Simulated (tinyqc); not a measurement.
# Schottky barrier on an n-type semiconductor, non-linear Poisson equation by Newton steps: two studies

One dimension, metal at x = 0, donor density C(x) = Nd, uniform. Energies are counted from the electron Fermi level of the semiconductor and the conduction-band edge is Ec = -psi, so n = Nc exp(psi/Vt); holes follow the Fermi level of the metal, at -V, so p = Nv exp((V - psi - Eg)/Vt). Ends: psi(0) = V - phiB and psi = Vt ln(Nd/Nc) deep inside. Boltzmann statistics, full ionisation, no current, no image force in the Poisson equation.

Inputs (values chosen for the exercise); band and dielectric values close to those of silicon: temperature T = 325 K; band gap Eg = 1.12 eV; relative permittivity eps_r = 11.7; conduction-band density of states at T Nc = 3.13e19 cm^-3; valence-band density of states at T Nv = 3e19 cm^-3; donor density deep in the semiconductor Nd = 4e16 cm^-3; barrier height phiB = 0.56 eV.

Constants: q = 1.602176634e-19 C, kB = 1.380649e-23 J/K, Vt = kB T/q, eps0 = 8.8541878128e-14 F/cm where lengths are in cm. Results are converted to the units shown.

Each table varies one quantity; the others keep the values above.

## Capacitance-voltage profiling

The Poisson equation d/dx(eps0 eps_r dpsi/dx) = -q (p - n + C) is solved on a mesh of about 1000 nodes or more that ends in neutral material. C_s = q d/dV of the integral of n over x, from the linearised equation. Probed depth w = eps0 eps_r/C_s; apparent doping N_app = C_s^3/(q eps0 eps_r dC_s/dV), the derivative by central differences over +/- 0.02 V.

The same in every row: true C(w) (cm^-3) = 4.000e16.

Capacitance-voltage profiling:
```
V (V)	C_s (nF/cm^2)	w (nm)	N_app (cm^-3)	|E_0| (kV/cm)
0	98.03	105.7	3.992e16	65.37
-0.8	53.83	192.4	3.999e16	119.0
-1.6	41.31	250.8	4.000e16	155.1
-2.4	34.77	297.9	4.000e16	184.3
-3.2	30.60	338.6	4.000e16	209.4
-4	27.64	374.8	4.000e16	231.9
-4.8	25.40	407.9	4.000e16	252.3
-5.6	23.63	438.4	4.000e16	271.2
-6.4	22.18	467.0	4.000e16	288.9
-7.2	20.97	493.9	4.000e16	305.5
-8	19.94	519.4	4.000e16	321.3
```

C_s falls from 98.0 to 19.9 nF/cm^2 while the probed depth goes from 106 to 519 nm. The apparent doping stays near 4.00e16 cm^-3. It departs most from the true doping at that depth for V = 0 V, where it is 0.21 % below it; so the doping is read well over the depths probed.

## Effect of the bias of the metal against the semiconductor

First integral for uniform doping: E_0^2 = (2 q/(eps0 eps_r)) [Nd (U - Vt + Vt exp(-U/Vt)) + Vt p_0], U = Vbi - V, Vbi = phiB - Vt ln(Nc/Nd), p_0 = Nv exp((phiB - Eg)/Vt) (deep holes neglected). Image-force lowering dphi = sqrt(q E_0/(4 pi eps0 eps_r)), at x_m = sqrt(q/(16 pi eps0 eps_r E_0)). W = sqrt(2 eps0 eps_r U/(q Nd)).

The same in every row: Vbi (V) = 0.37341; p_0/Nd = 1.5529e-6.

Effect of the bias of the metal against the semiconductor:
```
V (V)	W (nm)	E_0 (kV/cm)	dphi (mV)	exp(dphi/Vt)
0	109.87	65.373	28.365	2.7533
-2.9	325.31	200.39	49.661	5.8897
-5.7	443.11	273.49	58.017	7.9373
-8.6	538.61	332.68	63.988	9.8235
-11.4	616.95	381.21	68.496	11.539
-14.3	688.75	425.68	72.381	13.256
-17.1	751.60	464.59	75.617	14.880
-20	811.58	501.73	78.581	16.541
```

Read the table: what changes, and by how much?

As V goes from 0 to -20, the surface field rises from 65.4 to 502 kV/cm, the lowering rises from 28.4 to 78.6 mV and W rises from 110 to 812 nm. The reverse current factor exp(dphi/Vt) grows by 6.01 over the table, so a thermionic reverse current does not saturate.

Numbers from tinyqc (`OMP_NUM_THREADS=1 python tinyqc.py 2020060 2020061 out.jsonl`; about 0.05 s on one thread of a shared Intel Xeon 2.30GHz).
